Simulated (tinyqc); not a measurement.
# Diffusion length from constant photovoltage

Problem. In a thick sample with a thin depletion layer the excess density at its edge goes as flux/(1/alpha + L), so the flux needed for a fixed surface photovoltage is proportional to 1/alpha + L. Find L.

photon flux for the same photovoltage at absorption coefficients 180 and 610 1/cm (relative units): [104.55556, 65.393443]

Answer. The line of flux against 1/alpha meets zero at -L.

slope against 1/alpha = 1.00 1/um
L = 49.0 um

tinyqc, about 0.01 s, one thread, Intel Xeon 2.30GHz (shared host): `OMP_NUM_THREADS=1 python tinyqc.py 2430128 2430129 out.jsonl`
